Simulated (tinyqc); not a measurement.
Worked calculation: Fermi-Dirac statistics of conduction electrons. Values are carried at full precision from step to step, so a last printed digit may differ when a step is redone from the rounded ones.

Constants: hbar^2/2m0 = 3.80998211 eV angstrom^2; kB = 8.617333262e-05 eV/K; e^2/(4 pi eps0) = 14.39964547 eV angstrom.

Values chosen for the exercise (near those of InSb, lowest valleys alone; not measured data):
```
symbol  value    unit    meaning
m       0.0134   m0      density-of-states mass of the conduction band
T       77       K
n       7.1e+14  1/cm^3  electron density
eps     16.9             static dielectric constant
alpha   4.27     1/eV    non-parabolicity
```

## Reduced density

N = 2 (m kB T/(4 pi c))^(3/2) with c = hbar^2/2m0, in 1/angstrom^3; times 1e24 for 1/cm^3; u = n/Nc.

kT = 0.006635 eV
Nc = 5.0615e+15 1/cm^3
u = n/Nc = 0.140273

## Reduced Fermi level by five rules

F_j(eta) = (1/Gamma(j + 1)) integral_0^infinity x^j dx/(1 + exp(x - eta)), which tends to exp(eta) for eta << 0.

With u = n/Nc: Boltzmann eta = ln u; Joyce-Dixon eta = ln u + u/sqrt(8) - 4.95009e-3 u^2 + 1.48386e-4 u^3 - 4.42563e-6 u^4; Nilsson eta = ln u/(1 - u^2) + v/(1 + (0.24 + 1.08 v)^-2) with v = (3 sqrt(pi) u/4)^(2/3); fully degenerate limit eta = v; exact: F_1/2(eta) = u.

Find eta = (EF - Ec)/kT by each rule.

eta: Boltzmann -1.964, Joyce-Dixon -1.915, Nilsson -1.919, degenerate 0.326, exact -1.915

Against the exact value the errors are Boltzmann -0.049, Joyce-Dixon 0.000, Nilsson -0.004, degenerate limit +2.241 (in kT).

## Exact eta by Newton steps

Solve ln F_1/2(eta) = ln u from the Boltzmann value; dF_1/2/d eta = F_-1/2, so the step is -ln(F_1/2/u) F_1/2/F_-1/2. Stop below 1e-9.

Newton steps:
```
step        eta     F_1/2    F_-1/2  step taken
1     -1.964163  0.133804  0.127781      0.0494
2     -1.914719  0.140266  0.133663    5.32e-05
3     -1.914666  0.140273  0.133670    6.32e-11
```

Converged in 3 steps.

## Mean energy, Einstein relation and screening

eta = -1.91467

Mean kinetic energy <E> = (3/2) kT F_3/2/F_1/2; D/mu = (kT/e) F_1/2/F_-1/2; dn/dEF = (Nc/kT) F_-1/2; screening length L = (4 pi (e^2/(4 pi eps0)) (dn/dEF)/eps)^(-1/2), with dn/dEF in 1/(angstrom^3 eV) (1/cm^3 = 1e-24/angstrom^3).

F_-1/2, F_1/2, F_3/2: [0.1337, 0.1403, 0.1437]

<E> = 10.20 meV
D/mu = 6.96 mV
dn/dEF = 1.020e+17 1/(cm^3 eV)
L = 957.1 angstrom

EF lies within 2 kT of the edge. D/mu is 1.049 times kT/e and <E> is 1.025 times (3/2) kT; the Debye formula, with n/kT in place of dn/dEF, would give L = 934.3 angstrom.

## Fermi level in the non-parabolic band

Non-parabolic band E (1 + alpha E) = c k^2/m: n = Nc (2/sqrt(pi)) integral_0^infinity sqrt(x (1 + a x)) (1 + 2 a x) dx/(1 + exp(x - eta)) with a = alpha kT and eta = (EF - Ec)/kT; a = 0 gives n = Nc F_1/2(eta).

Solve for eta at the same n.

a = 0.02833
eta = -2.025
EF - Ec = -13.44 meV

The extra states lower EF by 0.73 meV against the parabolic band.

## Checks

- Non-parabolic integral at a = 0 against F_1/2(2): both 2.823721.
- F_1/2(40) against the Sommerfeld form (4/(3 sqrt(pi))) eta^(3/2) (1 + pi^2/(8 eta^2)): both 190.45.

(tinyqc, `OMP_NUM_THREADS=1 python tinyqc.py 1652053 1652054 out.jsonl`, Intel(R) Xeon(R) Processor @ 2.30GHz, 1 thread, shared host, about 0.02 s.)
